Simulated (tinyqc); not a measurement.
# Silicon n-p-n transistor, Gummel numbers and transit times: what changes with what

One-dimensional n-p-n transistor in the forward active mode at low injection. In the base p(x) = NB exp(-eta x/wb) and ni(x)^2 = ni^2 exp((g0 + g1 x/wb)/Vt); electrons leave the base at vsat; band spikes at the emitter junction and recombination inside the emitter are ignored.

Values chosen for this exercise; band and dielectric values close to those of silicon:
```
symbol    value        unit                                             meaning
T           250           K                                         temperature
Eg          1.1          eV                                            band gap
eps_r      11.5                                           relative permittivity
Nc      2.17e19       cm^-3              conduction-band density of states at T
Nv      2.03e19       cm^-3                 valence-band density of states at T
vsat     9.87e6        cm/s                                 saturation velocity
wb          210          nm                                  neutral base width
NB       1.2e18       cm^-3                     base doping at the emitter edge
eta           0                                  doping falls as exp(-eta x/wb)
g0            0          eV       gap reduction at the emitter edge of the base
g1            0          eV      further gap reduction across the base (linear)
Dn          7.2      cm^2/s          electron diffusion coefficient in the base
NE       1.3e20       cm^-3                                      emitter doping
gE        0.103          eV  gap reduction in the emitter (negative: wider gap)
we          150          nm                               neutral emitter width
Dp          1.4      cm^2/s           hole diffusion coefficient in the emitter
Se          2e6        cm/s       recombination velocity at the emitter contact
tb         6e-8           s                       electron lifetime in the base
NC       8.4e15       cm^-3                                    collector doping
VCB         1.9           V                         collector-base reverse bias
Cj          1.5     fF/um^2                        emitter junction capacitance
Rc          5.1    ohm um^2                   emitter plus collector resistance
mp          110  cm^2/(V s)                           hole mobility in the base
```

Constants: q = 1.602176634e-19 C, kB = 1.380649e-23 J/K, Vt = kB T/q, eps0 = 8.8541878128e-14 F/cm where lengths are in cm. Results are converted to the units shown.

Each table varies one quantity; the others keep the values above.

## Cut-off frequency against collector current

f(x) = p(x) ni^2/ni(x)^2; I(x) = integral from x to wb of f/Dn, plus f(wb)/vsat; base Gummel number GB = I(0); electron density per unit flux n/(J/q) = I/f; base transit time tauB = integral of I/f over the base. ni = sqrt(Nc Nv) exp(-Eg/(2 Vt)), Eg in volts; JC = J0 exp(VBE/Vt), J0 = q ni^2/GB; collector layer one-sided, Wc = sqrt(2 eps0 eps_r (Vbc + VCB)/(q NC)), Vbc = Vt ln(NB exp(-eta) NC/ni^2), Cjc = eps0 eps_r/Wc, tauC = Wc/(2 vsat). Delay 1/(2 pi fT) = tauE + tauB + tauC + tauR with tauE = Vt (Cj + Cjc)/JC and tauR = Rc Cjc. Charge stored in the emitter is left out. The Kirk effect, also left out, sets in near JC = q NC vsat. n(0) = (JC/q) I(0)/f(0).

The same in every row: tauB (ps) = 32.75; tauC (ps) = 3.280; tauR (ps) = 8.021e-4.

Cut-off frequency against collector current:
```
JC (mA/um^2)  VBE (V)  tauE (ps)  fT (GHz)  JC/(q NC vsat)   n(0)/NB
0.00044        0.8199      81.14     1.358        0.003312  6.907e-4
0.00095        0.8365      37.58     2.162        0.007152  0.001491
0.002          0.8525      17.85     2.954         0.01506  0.003139
0.0044         0.8695      8.114     3.605         0.03312  0.006907
0.0094         0.8859      3.798     3.996         0.07077   0.01476
0.02           0.9021      1.785     4.208          0.1506   0.03139
0.043          0.9186     0.8303     4.317          0.3237   0.06750
0.093          0.9352     0.3839     4.370          0.7001    0.1460
0.2            0.9517     0.1785     4.395           1.506    0.3139
```

fT rises from 1.36 to 4.40 GHz as the charging time falls as 1/JC; its limit for vanishing tauE is 4.42 GHz, of which the largest delay is tauB (90.9 %). tauE equals the other delays together at JC = 9.91e-4 mA/um^2. For JC = 0.093, 0.2 JC nears or passes q NC vsat, where base push-out would lower fT. For JC = 0.2 the electron density at the emitter edge exceeds a fifth of NB, beyond low injection.

## Effect of the collector doping

ni = sqrt(Nc Nv) exp(-Eg/(2 Vt)), Eg in volts; GE = NE exp(-gE/Vt)(we/Dp + 1/Se); JC = J0 exp(VBE/Vt), J0 = q ni^2/GB; gain limited by back injection GE/GB, by base recombination tb/tauB, together 1/beta = the sum of the inverses; collector layer one-sided, Wc = sqrt(2 eps0 eps_r (Vbc + VCB)/(q NC)), Vbc = Vt ln(p(wb) NC/ni^2), Cjc = eps0 eps_r/Wc; Early voltage VA = GB q p(wb)/(f(wb) Cjc [1/Dn - (eta + g1/Vt)/(wb vsat)]), f(wb) = p(wb) exp(-(g0 + g1)/Vt), p(wb) = NB exp(-eta); tauC = Wc/(2 vsat). Peak fT here means 1/(2 pi (tauB + tauC + Rc Cjc)); base sheet resistance 1/(q mp times the integral of p).

The same in every row: GB (s/cm^4) = 3.622e12; GE/GB = 3.376; tb/tauB = 1832; beta = 3.370; tauB (ps) = 32.75; base sheet resistance (kohm) = 2.252.

Effect of the collector doping:
```
NC (cm^-3)  VA (V)  tauC (ps)  peak fT (GHz)
2e15         541.3      6.684          4.036
4.4e15       366.1      4.520          4.270
9.6e15       248.6      3.069          4.443
2.1e16       168.6      2.082          4.569
4.6e16       114.3      1.411          4.658
1e17         77.72     0.9596          4.721
2.2e17       52.56     0.6489          4.764
4.8e17       35.69     0.4406          4.794
```

What does the comparison show?

As NC goes from 2e15 to 4.8e17, beta stays at 3.37, VA falls from 541 to 35.7 V, the peak fT rises from 4.04 to 4.79 GHz and the base sheet resistance stays at 2.25 kohm. The product beta VA changes by a factor of 0.0659. Back injection limits the gain in every row. In every row beta is under 5, where charge stored in the emitter, left out, would cut fT markedly. For NC = 2.2e17, 4.8e17 the collector doping exceeds a tenth of the base doping at that edge, so the one-sided formulas are rough.

Range of the model: Heavy doping makes emitter or base degenerate; gE and g0 are to be read as apparent gap changes that include this.

Computed by the program tinyqc: `OMP_NUM_THREADS=1 python tinyqc.py 2320049 2320050 out.jsonl`, one thread of a shared Intel Xeon 2.30GHz, about 0.01 s for the whole run.
